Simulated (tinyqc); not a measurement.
Hubbard chain of 4 sites, step by step. One step of it, computed by the program tinyqc.

Task: Mean-field iteration 1. H(up) = T + U n(down), H(down) = T + U n(up); fill the lowest levels; n(new) = n + mixing (n(out) - n); E = tr T (rho up + rho down) + U sum n_up n_down of the output.

one-body matrix (hopping and site energies) (eV), lower triangle:
```
           1          2          3         4
1   0.000000
2  -1.620000   0.000000
3   0.000000  -1.620000   0.000000
4   0.000000   0.000000  -1.620000  0.000000
```

U = 10.900000 eV

electrons, up and down: 2  2

mixing = 1

n(up) at the start (a guess, not normalised): 1 0.550000, 2 0.450000, 3 0.550000, 4 0.450000

n(down) at the start (a guess): 1 0.450000, 2 0.550000, 3 0.450000, 4 0.550000

Give: levels, up; levels, down; energy; n(up) after iteration 1; n(down) after iteration 1.

Result:

levels, up (eV): 2.7727  4.3101  6.5899  8.1273

levels, down (eV): 2.7727  4.3101  6.5899  8.1273

energy = 2.7013 eV

n(up) after iteration 1: 1 0.7011, 2 0.3603, 3 0.6397, 4 0.2989

n(down) after iteration 1: 1 0.2989, 2 0.6397, 3 0.3603, 4 0.7011
